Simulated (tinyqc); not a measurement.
Trench capacitor in an array: capacitance, non-linearity, leakage and relaxation: two steps of the calculation.

A film between two metal electrodes, each interface adding a series capacitance ci. The small-signal permittivity is ek (1 + aq E^2); the field is found with the linear permittivity. Leakage J = J0 sinh(E/Ef). After a voltage step the film passes a relaxation current kr C V tt^(-nr), tt being the time in seconds. The sidewall is a coaxial capacitor with radii a = dm/2 - t and b = dm/2, depth AR dm; the end face is left out.

Inputs (values chosen for the exercise); permittivity of the order of that of titanium dioxide:
- ek = 77.5 (relative permittivity of the film)
- t = 9.2 nm (film thickness)
- ci = 260 uF/cm^2 (capacitance of each electrode interface (dead layer and screening))
- aq = 0.033 cm^2/MV^2 (quadratic field coefficient of the permittivity)
- V = 2.1 V (bias)
- J0 = 5.1e-10 A/cm^2 (leakage prefactor)
- Ef = 0.19 MV/cm (field for an e-fold rise of the leakage)
- dm = 89 nm (diameter of the hole)
- AR = 20 (aspect ratio, depth over diameter)
- pt = 170 nm (pitch of the square array)
- rho = 140 uohm cm (resistivity of the inner electrode)

Constants: eps0 = 8.8541878128e-14 F/cm where lengths are in cm. Results are converted to the units shown.

Question 1. Planar capacitance, field and non-linearity. Planar film: Cf = eps0 ek/t, 1/C = 1/Cf + 2/ci, EOT = 3.9 eps0/C, effective permittivity C t/eps0, E = (V/t) C/Cf; quadratic coefficient [C(V)/C - 1]/V^2 with Cf (1 + aq E^2) in C(V).

Wanted: Cf; C; EOT; effective permittivity; E; quadratic coefficient; J.

Answer 1.

Cf = 7.459 uF/cm^2
C = 7.054 uF/cm^2
EOT = 0.4895 nm
effective permittivity = 73.29
E = 2.159 MV/cm
quadratic coefficient = 3.271e4 ppm/V^2
J = 2.192e-5 A/cm^2

The interfaces take 5.43 % of the voltage.

Question 2. Cell capacitance, fields and time constant. Per length 1/c = ln(b/a)/(2 pi eps0 ek) + (1/a + 1/b)/(2 pi ci); cell capacitance c AR dm; per footprint over pt^2; fields c V/(2 pi eps0 ek r) at r = a and b; resistance of the inner electrode rho AR dm/(pi a^2); time constant R C/3 of the distributed line.

Wanted: a; b; cell capacitance; capacitance per footprint; field at a; field at b; R; R C/3.

Answer 2.

a = 35.30 nm
b = 44.50 nm
cell capacitance = 31.32 fF
capacitance per footprint = 108.4 uF/cm^2
field at a = 2.428 MV/cm
field at b = 1.926 MV/cm
R = 0.6366 kohm
R C/3 = 6.646 ps

The array gives 15.4 times the planar capacitance per footprint; curvature makes the field at the inner electrode 1.12 times the planar value.

Program tinyqc, `OMP_NUM_THREADS=1 python tinyqc.py 2102204 2102205 out.jsonl`; Intel Xeon 2.30GHz, shared host, one thread, about 0.01 s.
